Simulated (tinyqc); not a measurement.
Read current of a NAND string, cells in series solved by shooting: one step of the calculation.

Cells in series, numbered from 0 at the source line (0 V) to the bit line, each followed by a gap resistance Rg. A cell with gate Vg, threshold VT, source Vs and drain Vd passes I = 2 nf K Vt^2 [F(Vs) - F(Vd)]/(1 + th max(Vg - VT, 0)), F(V) = ln^2(1 + exp((Vg - VT - nf V)/(2 nf Vt))). The selected cell has Vg = Vr, the others Vg = Vp.

Question. Node voltages for a trial current. For a trial current I start at 0 V and, cell by cell (the selected one is cell 3), solve for the drain: sqrt(F(Vd)) = sqrt(F(Vs) - I/k), k = 2 nf K Vt^2/(1 + th max(Vg - VT, 0)), Vd = [Vg - VT - 2 nf Vt ln(exp(sqrt F) - 1)]/nf, then add I Rg.

Inputs (values chosen for the exercise); values of the order met in vertical NAND strings:
```
symbol,value,unit,meaning
T,300,K,temperature
K,29,uA/V^2,gain factor of a cell
nf,1.5,,slope factor
th,0.1,1/V,mobility reduction factor
Rg,1.8,kohm,resistance of the gap between cells
Vbl,0.5,V,bit-line voltage
Vp,6.9,V,pass voltage
Vr,2.17,V,read voltage on the selected word line
```

Constants: q = 1.602176634e-19 C, kB = 1.380649e-23 J/K, Vt = kB T/q. Results are converted to the units shown.

second trial current = 5.1 uA

```
cell,thresholds from the source end (V)
0,3
1,-1.9
2,-1.9
3,0.4
4,-1.9
5,3
```

Find: node voltage after each cell and gap, trial 2.

Answer.

```
cell,"node voltage after each cell and gap, trial 2 (V)"
0,0.07263
1,0.1200
2,0.1676
3,0.3238
4,0.3729
5,0.4565
```

Numbers from tinyqc (`OMP_NUM_THREADS=1 python tinyqc.py 2142183 2142184 out.jsonl`; about 0.9 s on one thread of a shared Intel Xeon 2.30GHz).
